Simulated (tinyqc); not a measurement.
Fermi level against carrier density: pi bands of a honeycomb layer in tight binding.

Constants: hbar^2/2m0 = 3.80998211 eV angstrom^2.

Inputs chosen for the exercise (out of a larger set: of the size used for graphene; not measured data): D = 0.043 eV (+D on A, -D on B).

hbar v = 6.23080 eV angstrom

Cone with four flavours: n = kF^2/pi, EF = sqrt(D^2 + (hbar v kF)^2), density of states 2 EF/(pi (hbar v)^2), quantum capacitance e^2 times it (1 e^2/(eV angstrom^2) = 1602.177 microF/cm^2), cyclotron mass 2c EF/(hbar v)^2, c = hbar^2/2m0; 1e12/cm^2 = 1e-4/angstrom^2.

Filling:
```
n (1e12/cm^2)  kF (1/angstrom)  EF (eV)  Cq (microF/cm^2)  cyclotron mass (m0)
0.10                   0.00560   0.0554             1.455               0.0109
0.25                   0.00886   0.0700             1.839               0.0137
0.50                   0.01253   0.0891             2.342               0.0175
1.00                   0.01772   0.1185             3.114               0.0233
2.00                   0.02507   0.1620             4.256               0.0318
10.00                  0.05605   0.3519             9.245               0.0691
20.00                  0.07927   0.4958            13.025               0.0973
```

Give the missing row, n (1e12/cm^2) = 4.00.

Computed row:
```
n (1e12/cm^2)  kF (1/angstrom)  EF (eV)  Cq (microF/cm^2)  cyclotron mass (m0)
4.00                   0.03545   0.2250             5.912               0.0442
```

From 1 to 4e12/cm^2 EF rises by a factor 1.899, less than two because the gap 2D = 0.086 eV still counts. Capacitance and mass grow in proportion to EF counted from mid-gap, so hardly at all while a large gap term dominates it; in a parabolic band both are constant; Cq is 3.11 microF/cm^2 at 1e12/cm^2, against 3.45 for 1 nm of a dielectric with eps = 3.9.

Computed by tinyqc, a small Python program: `OMP_NUM_THREADS=1 python tinyqc.py 1450704 1450705 out.jsonl` (the numbers bound the seed that draws the inputs); one thread of a shared host (Intel(R) Xeon(R) Processor @ 2.30GHz), about 0.01 s for the whole set of steps.
